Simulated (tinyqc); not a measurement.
Gamma, L and X subbands of a thin body with non-parabolic valleys, step by step. Values are carried at full precision from step to step, so a last printed digit may differ when a step is redone from the rounded ones.

Hard walls, flat band, c = hbar^2/2m0, energies from the bulk Gamma edge. For a valley at angle theta to the normal 1/m_z = cos^2/ml + sin^2/mt and m_d = sqrt(ml mt^2/m_z). Subband n starts at E_v + e with e (1 + a e) = c (n pi/t)^2/m_z, and its density-of-states mass is taken as m_d (1 + 2 a e), without further growth at higher in-plane energy. Groups are named by valley and degeneracy.

Constants: hbar^2/2m0 = 3.80998211 eV angstrom^2; kB = 8.617333262e-05 eV/K.

Parameters, chosen for this exercise (near those of a thin GaSb channel; shifted at random, so the results belong to these values and not to a real crystal): face = 100 (surface); mG = 0.0387 m0 (Gamma mass); aG = 1.13 1/eV (Gamma non-parabolicity); EL = 0.062 eV (L edge above Gamma); mL = (1.268, 0.1) m0 (L valleys (four, along <111>): ml, mt); EX = 0.314 eV (X edge above Gamma); mX = (1.509, 0.215) m0 (X valleys (three, along <100>): ml, mt); aS = 0.59 1/eV (non-parabolicity of L and X); t = 26 angstrom (body thickness); Ns = 2.2 x 1e12/cm^2 (sheet density); T = 300 K (temperature); eot = 11 angstrom (equivalent oxide thickness).

## Valley groups

List degeneracy, edge, m_z, m_d and a.

Groups:
```
group  g  E_v (eV)     m_z     m_d  a (1/eV)
G1     1     0.000  0.0387  0.0387      1.13
L4     4     0.062  0.1443  0.2964      0.59
X1     1     0.314  1.5090  0.2150      0.59
X2     2     0.314  0.2150  0.5696      0.59
```

## Subband edges

n = 1 to 8 for each group; list the ten lowest.

Subbands:
```
subband  g  E (eV)  DOS mass
X1 n=1   1  0.3501    0.2242
L4 n=1   4  0.3857    0.4096
X1 n=2   1  0.4505    0.2496
X2 n=1   2  0.5420    0.7229
X1 n=3   1  0.5981    0.2871
G1 n=1   1  0.7690    0.1060
X1 n=4   1  0.7772    0.3325
X1 n=5   1  0.9766    0.3831
X2 n=2   2  1.0389    1.0568
L4 n=2   4  1.0398    0.6384
```

The lowest subband is X1 n=1, 36 meV below L4 n=1; in the bulk the lowest valley is Gamma.

## Filling and quantum capacitance

n_i = g m/(2 pi c) kB T ln(1 + exp((EF - E_i)/kB T)), sum n_i = Ns (1e12/cm^2 = 1e-4/angstrom^2), c = hbar^2/2m0. Quantum capacitance Cq = 1602.176634 sum g m/(2 pi c) f_i in microfarad/cm^2 with f_i = 1/(1 + exp((E_i - EF)/kB T)); Cox = 34.5313/eot (one gate); C/Cox = Cq/(Cq + Cox), the centroid term left out.

Over the ten listed subbands, named by valley (G, L, X), degeneracy and number.

EF = 0.3223 eV

n_i in the order of the list (1e12/cm^2): [0.712, 1.466, 0.019, 0.003, 0.000, 0.000, 0.000, 0.000, 0.000, 0.000]

Cq = 12.68 microfarad/cm^2
Cox = 3.139 microfarad/cm^2
C/Cox = 0.802

EF lies 28 meV below the lowest edge; Gamma holds 0 % of the electrons. EF lies below the edge, so Cq is near e^2 Ns/kB T, set by Ns more than by the density of states; 20 % of the gate capacitance is lost.

## Checks

- Cq against the slope dNs/dEF by finite differences, microfarad/cm^2: both 12.68.

Computed by tinyqc, a small Python program: `OMP_NUM_THREADS=1 python tinyqc.py 1252247 1252248 out.jsonl` (the numbers bound the seed that draws the inputs); one thread of a shared host (Intel(R) Xeon(R) Processor @ 2.30GHz), about 0.05 s for the whole set of steps.
